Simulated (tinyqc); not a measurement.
# From one set of inputs to another, one input at a time

Model: Rutherford backscattering from a thin compound film on silicon: kinematics, yields, composition and thickness. Computed by tinyqc, a small Python program. Command: `OMP_NUM_THREADS=1 python tinyqc.py 3010373 3010374 out.jsonl rbs ladder`. One thread of a shared host (Intel(R) Xeon(R) Processor @ 2.30GHz), about 0.01 s of CPU time with the checks.

Singly charged helium ions (Z1 = 2, M1 = 4.0026 u) enter at the tilt angle a1 to the normal and leave at a2 = |180 - theta - tilt| in the same plane. The film is A B_x.

The inputs printed are set A. Set A is modelled on a helium beam on NiSi; the values taken over come from a set modelled on a helium beam on HfO2. Inputs not listed in the table keep their values of set A, so the rows need not describe a real material.

Inputs (values chosen for the exercise, modelled on a helium beam on NiSi):

| quantity | value | unit |
|---|---|---|
| beam energy E0 | 1.6 | MeV |
| scattering angle theta | 170 | degrees |
| tilt of the sample | 30 | degrees |
| heavy element: Z_A | 28 | - |
| heavy element: mass M_A | 58.7 | u |
| heavy element: stopping eps_A at 2 MeV | 71.2 | 1e-15 eV cm^2 |
| light element: Z_B | 14 | - |
| light element: mass M_B | 28.09 | u |
| light element: stopping eps_B at 2 MeV | 48.5 | 1e-15 eV cm^2 |
| atoms of B per atom of A, x | 1.13 | - |
| atomic density of the film | 79.2 | 1/nm^3 |
| film thickness d | 32 | nm |
| collected charge | 14 | microcoulomb |
| detector solid angle | 5 | msr |
| detector resolution (FWHM) | 17 | keV |

Constants: e^2/(4 pi eps_0) = 14.39964548 eV angstrom; e = 1.602176634e-19 C.

Method:
- Kinematic factor K = [(sqrt(M^2 - M1^2 sin^2 theta) + M1 cos theta)/(M + M1)]^2.
- Surface edges lie at K E0; substrate silicon has M = 28.09 u. Mass resolution at M_A = resolution/(E0 dK/dM).
- Stopping per atom eps(E) = eps(2 MeV) (E/2 MeV)^(-0.4) (a law chosen for the exercise); Bragg rule eps_film = (eps_A + x eps_B)/(1 + x); areal density N d, with 1/nm^2 = 0.1 x 1e15/cm^2.
- Width of the signal of element i: [K_i eps(E0)/cos a1 + eps(K_i E0)/cos a2] N d; depth resolution = resolution x d/width of A; energy lost on the way in = eps(E0) N d/cos a1.
- Rutherford cross section in the laboratory frame: sigma = (Z1 Z e^2/(4 pi eps_0 4E))^2 (4/sin^4 theta) (r + cos theta)^2/r, r = sqrt(1 - (M1 sin theta/M)^2), times the screening factor 1 - 0.049 Z1 Z^(4/3)/E (E in keV); 1 angstrom^2 = 1e8 barn.
- Counts = (charge/e) x solid angle x sigma(E_mean) x areal density of the element/cos a1, E_mean = E0 - half the energy lost on the way in; 1 barn = 1e-24 cm^2. The ratio of areas returns x = (Y_B/Y_A)(sigma_A/sigma_B), with the counting error sqrt(1/Y_A + 1/Y_B).

Each row keeps all changes above it:

| input moved | from | to | depth resolution (nm) | mass resolution at M_A (u) | counting error of x without background (%) |
|---|---|---|---|---|---|
| set A | - | - | 16.06 | 3.008 | 0.6934 |
| detector resolution (FWHM) (keV) | 17 | 14 | 13.22 | 2.477 | 0.6934 |
| scattering angle theta (degrees) | 170 | 160 | 13.56 | 2.519 | 0.6771 |
| heavy element: stopping eps_A at 2 MeV (1e-15 eV cm^2) | 71.2 | 123 | 9.61 | 2.519 | 0.6755 |
| atomic density of the film (1/nm^3) | 79.2 | 82.1 | 9.27 | 2.519 | 0.6633 |
| atoms of B per atom of A, x | 1.13 | 1.91 | 10.45 | 2.519 | 0.6398 |
| light element: stopping eps_B at 2 MeV (1e-15 eV cm^2) | 48.5 | 34.7 | 11.90 | 2.519 | 0.6404 |
| beam energy E0 (MeV) | 1.6 | 1.7 | 12.19 | 2.370 | 0.6807 |

Depth resolution goes from 16.1 to 12.2, a factor 0.759 in all. The largest single move comes from heavy element: stopping eps_A at 2 MeV (a factor 0.709), and light element: stopping eps_B at 2 MeV works against it (a factor 1.14). Mass resolution at M_A goes from 3.01 to 2.37, a factor 0.788 in all. The largest single move comes from detector resolution (FWHM) (a factor 0.824). Counting error of x without background goes from 0.693 to 0.681, a factor 0.9817 in all. The largest single move comes from beam energy E0 (a factor 1.06), but it runs against the net change; the largest move in the direction of the net change is atoms of B per atom of A, x (a factor 0.965). The single moves hold for this order of the switches; the total does not depend on the order.

Caution (all rows): the silicon signal of the film merges with that of the substrate, so only the width of A can be read directly. Caution (all rows): film and substrate silicon overlap, so Y_B must be separated by a fit.

Extremes, crossings and ranges named in words are read from the listed rows.
